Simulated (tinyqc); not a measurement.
# Threshold-voltage variability of a planar MOSFET, analytic estimates: two studies

Three independent sources add in quadrature: random dopants in the depleted layer, metal-gate grains of two orientations, and roughness of the two gate edges acting through the roll-off VT = VT(long) - Vr exp(-L/l). These are first-order estimates: no three-dimensional electrostatics, no percolation.

Parameters, values chosen for the exercise; material values close to those of silicon:
- T = 300 K (temperature)
- Eg = 1.12 eV (band gap)
- eps_r = 11.7 (relative permittivity of the semiconductor)
- Nc = 2.8e19 cm^-3 (conduction-band density of states at T)
- Nv = 2.61e19 cm^-3 (valence-band density of states at T)
- Na = 2.3e18 cm^-3 (channel doping)
- ti = 1.3 nm (oxide-equivalent thickness in inversion)
- L = 16 nm (gate length)
- W = 65 nm (gate width)
- G = 15 nm (metal grain size)
- dW = 0.2 eV (work-function difference of the two grain orientations)
- p = 0.3 (share of the orientation of higher work function)
- De = 1.1 nm (rms roughness of one gate edge)
- La = 30 nm (correlation length of the roughness)
- l = 3.9 nm (decay length of the threshold roll-off)
- Vr = 2.7 V (prefactor of the roll-off)

Constants: q = 1.602176634e-19 C, kB = 1.380649e-23 J/K, Vt = kB T/q, eps0 = 8.8541878128e-14 F/cm where lengths are in cm. Results are converted to the units shown.

Each table varies one quantity; the others keep the values above.

## Effect of the gate length

ni = sqrt(Nc Nv) exp(-Eg/(2 Vt)), Eg in volts; Cox = 3.9 eps0/ti; Wd = sqrt(4 eps0 eps_r Vt ln(Na/ni)/(q Na)); dopants: s1 = (q/Cox) sqrt(Na Wd/(3 L W)). Grains: Ng = L W/G^2 (at least 1), s2 = dW sqrt(p (1 - p)/Ng). Edges, with exponential correlation and u = W/La: the mean gate length has sL^2 = 2 De^2 (2/u)[1 - (1 - exp(-u))/u]; s3 = sL (Vr/l) exp(-L/l). s = sqrt(s1^2 + s2^2 + s3^2). l and Vr are held fixed.

Effect of the gate length:

| L (nm) | s1 (mV) | s2 (mV) | s3 (mV) | s (mV) | s sqrt(L W) (mV um) |
|---|---|---|---|---|---|
| 9.6 | 32.50 | 55.03 | 67.88 | 93.23 | 2.329 |
| 12 | 29.07 | 49.22 | 36.68 | 67.92 | 1.897 |
| 14 | 26.91 | 45.57 | 21.97 | 57.30 | 1.729 |
| 17 | 24.42 | 41.36 | 10.18 | 49.09 | 1.632 |
| 20 | 22.51 | 38.13 | 4.716 | 44.53 | 1.606 |
| 24 | 20.55 | 34.81 | 1.691 | 40.46 | 1.598 |
| 29 | 18.70 | 31.66 | 0.4692 | 36.78 | 1.597 |
| 35 | 17.02 | 28.82 | 0.1007 | 33.47 | 1.597 |

Read the table: what changes, and by how much?

As L goes from 9.6 to 35 nm, s falls from 93.2 to 33.5 mV. The largest source is the edges in the first row and the grains in the last. The product s sqrt(L W) falls from 2.33 to 1.60 mV um: s1 and s2 go as 1/sqrt(L W), so the change comes from s3 alone. For L = 9.6 to 12 nm the gate holds under four grains, so the work function takes a few discrete values. For L = 9.6 to 20 nm the depletion depth exceeds L, so source and drain share much of the charge and s1 is rough.

## Effect of the channel doping

Same model as above.

l and Vr are held fixed.

The same in every row: s2 (mV) = 42.630; s3 (mV) = 13.153.

Results:

| Na (cm^-3) | s1 (mV) | s (mV) | s sqrt(L W) (mV um) |
|---|---|---|---|
| 1.5e17 | 12.242 | 46.262 | 1.4919 |
| 2.6e17 | 14.162 | 46.807 | 1.5095 |
| 4.7e17 | 16.562 | 47.588 | 1.5347 |
| 8.2e17 | 19.183 | 48.562 | 1.5661 |
| 1.5e18 | 22.493 | 49.962 | 1.6112 |
| 2.6e18 | 25.996 | 51.634 | 1.6652 |
| 8e18 | 34.920 | 56.654 | 1.8270 |

Estimate the missing row, Na = 4.5e18 cm^-3.

Computed row:

| Na (cm^-3) | s1 (mV) | s (mV) | s sqrt(L W) (mV um) |
|---|---|---|---|
| 4.5e18 | 30.026 | 53.776 | 1.7342 |

With this row back in the table: As Na goes from 1.5e17 to 8e18 cm^-3, s rises from 46.3 to 56.7 mV. The grains are the largest source in the first and the last row. s1 goes on average as Na^(0.26), near the 1/4 expected from Na Wd. For Na = 1.5e17 to 4.5e18 cm^-3 the depletion depth exceeds L, so source and drain share much of the charge and s1 is rough.

tinyqc, about 0.01 s, one thread, Intel Xeon 2.30GHz (shared host): `OMP_NUM_THREADS=1 python tinyqc.py 2090173 2090174 out.jsonl`
